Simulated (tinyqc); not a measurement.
Inside a calculation. Model: ellipsometry and reflectance of a transparent film on an absorbing substrate.

Computed by the program tinyqc: `OMP_NUM_THREADS=1 python tinyqc.py 2870138 2870139 out.jsonl`, one thread of a shared Intel Xeon 2.30GHz, about 0.01 s for the whole run. Printed values are rounded.

Air (index 1), film, substrate with N2 = n2 - i k2; time factor exp(+i w t). q_j = sqrt(N_j^2 - sin^2 th), root with positive real part. Fresnel coefficients r_s = (q_a - q_b)/(q_a + q_b), r_p = (N_b^2 q_a - N_a^2 q_b)/(N_b^2 q_a + N_a^2 q_b). tan(Psi) exp(i Delta) = R_p/R_s, Delta taken from 0 to 360 degrees.

Inputs (values chosen for the exercise); indices close to those of silicon dioxide on silicon: wavelength lam = 632.8 nm; angle of incidence th = 75 degrees; index of the transparent film n1 = 1.473; film thickness d = 1.6 nm; index of the substrate n2 = 3.882; extinction coefficient of the substrate k2 = 0.019.

## Interface coefficients and thickness period

q0, q1, q2 and the coefficients r01 and r12 for p and s; the results repeat in d with the period lam/(2 q1).

q0 = 0.2588190
q1 = 1.112077
q2 = 3.759912-0.019617i
r01,p = -0.3289290
r01,s = -0.6224091
r12,p = 0.3451907-0.0020133i
r12,s = -0.5434885+0.0018381i
period = 284.5126 nm

## Psi, Delta and reflectances

beta = 2 pi d q1/lam, X = exp(-2 i beta), R = (r01 + r12 X)/(1 + r01 r12 X) for p and s.

beta = 0.01766723 rad
X = 0.9993758-0.0353271i
R_p = 0.01793444-0.01611916i
R_s = -0.8711283+0.0071977i
Psi = 1.585547 degrees
Delta = 138.5247 degrees
|R_p|^2 = 5.814715e-4
|R_s|^2 = 0.7589164

The bare substrate gives Psi = 1.215 and Delta = 172.94 degrees.
